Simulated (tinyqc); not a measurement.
Inside a calculation: carrier statistics of a doped semiconductor with parabolic bands. Values are carried at full precision from step to step, so a last printed digit may differ when a step is redone from the rounded ones.

Constants: kB = 8.617333262e-05 eV/K; hbar^2/2m0 = 3.80998211 eV angstrom^2.

Values chosen for the exercise (near those of GaN; shifted at random, so the results belong to these values and not to a real crystal): Eg0 = 3.565 eV (gap at 0 K); al = 0.000866 eV/K (Varshni alpha); be = 869 K (Varshni beta); T = 300 K; ml = 0.193 m0 (longitudinal electron mass); mt = 0.193 m0 (transverse electron mass); Mv = 1 (equivalent valleys); mhh = 1.46 m0 (heavy-hole mass); mlh = 0.301 m0 (light-hole mass); ND = 3.1e+12 1/cm^3 (donors); NA = 1.8e+17 1/cm^3 (acceptors); ED = 0.0211 eV (donor level below Ec); EA = 0.189 eV (acceptor level above Ev).

## Gap and thermal energy

Eg(T) = Eg0 - al T^2/(T + be) (Varshni).

Eg = 3.49833 eV
kT = 0.025852 eV

The gap has shrunk by 66.7 meV from 0 K and is 135.3 kT wide.

## Effective densities of states

m_de = Mv^(2/3) (ml mt^2)^(1/3); m_dh = (mhh^(3/2) + mlh^(3/2))^(2/3); N = 2 (m kB T/(4 pi c))^(3/2) with c = hbar^2/2m0, in 1/angstrom^3; times 1e24 for 1/cm^3.

m_de = 0.1930 m0
m_dh = 1.5497 m0
Nc = 2.1277e+18 1/cm^3
Nv = 4.8413e+19 1/cm^3

The light holes supply 8.6 % of Nv, and Nc/Nv = 0.0439.

## Intrinsic density and level

With Boltzmann statistics ni = sqrt(Nc Nv) exp(-Eg/2kT) and Ei = Eg/2 + (kT/2) ln(Nv/Nc), counted from Ev.

ni = 4.19e-11 1/cm^3
Ei = 1.7896 eV

Ei lies 40.4 meV above midgap, towards the band with the smaller density of states.

## Neutrality by bisection

Energies are counted from Ev, so Ec = Eg. n = Nc F_1/2((EF - Eg)/kT), p = Nv F_1/2(-EF/kT), ND+ = ND/(1 + 2 exp((EF - Eg + ED)/kT)), NA- = NA/(1 + 4 exp((EA - EF)/kT)); neutrality asks p + ND+ = n + NA-. F_j(eta) = (1/Gamma(j + 1)) integral_0^infinity x^j dx/(1 + exp(x - eta)), which tends to exp(eta) for eta << 0.

Start from the bracket [-0.2 eV, Eg + 0.2 eV]; at the midpoint EF take the sign of p + ND+ - n - NA-; where it is positive EF must rise. Fourteen steps are shown.

Bisection (eV, 1/cm^3):
```
step       low     high       EF         n         p       ND+       NA-  sign
1     -0.20000  3.69833  1.74916  8.78e-12  2.00e-10  3.10e+12  1.80e+17     -
2     -0.20000  1.74916  0.77458  3.72e-28  4.71e+06  3.10e+12  1.80e+17     -
3     -0.20000  0.77458  0.28729  2.43e-36  7.22e+14  3.10e+12  1.65e+17     -
4     -0.20000  0.28729  0.04365  1.96e-40  8.42e+18  3.10e+12  1.63e+14     +
5      0.04365  0.28729  0.16547  2.18e-38  8.03e+16  3.10e+12  1.65e+16     +
6      0.16547  0.28729  0.22638  2.30e-37  7.62e+15  3.10e+12  9.27e+16     -
7      0.16547  0.22638  0.19592  7.08e-38  2.47e+16  3.10e+12  4.43e+16     -
8      0.16547  0.19592  0.18070  3.93e-38  4.46e+16  3.10e+12  2.76e+16     +
9      0.18070  0.19592  0.18831  5.27e-38  3.32e+16  3.10e+12  3.52e+16     -
10     0.18070  0.18831  0.18450  4.55e-38  3.85e+16  3.10e+12  3.13e+16     +
11     0.18450  0.18831  0.18641  4.90e-38  3.58e+16  3.10e+12  3.32e+16     +
12     0.18641  0.18831  0.18736  5.08e-38  3.45e+16  3.10e+12  3.42e+16     +
13     0.18736  0.18831  0.18783  5.18e-38  3.38e+16  3.10e+12  3.47e+16     -
14     0.18736  0.18783  0.18760  5.13e-38  3.41e+16  3.10e+12  3.45e+16     -
```

Each step halves the bracket, which is 0.476 meV wide at the last row.

## The neutral state

Solve the neutrality condition for EF to convergence.

EF = 0.1875 eV
n = 5.10e-38 1/cm^3
p = 3.43e+16 1/cm^3
ND+ = 3.10e+12 1/cm^3
NA- = 3.43e+16 1/cm^3

The material is p-type; 19.1 % of the acceptors are ionised. EF lies 7.25 kT inside the gap from the valence edge, so Boltzmann statistics would serve; n p/(Nc Nv exp(-Eg/kT)) = 1.000.

## Checks

- F_1/2(1) by the trapezoid rule against adaptive quadrature: both 1.575641.
- Positive against negative charge at the solution (1/cm^3): both 3.43228e+16.

tinyqc: `OMP_NUM_THREADS=1 python tinyqc.py 1650286 1650287 out.jsonl`; about 0.01 s, one thread, shared Intel(R) Xeon(R) Processor @ 2.30GHz.
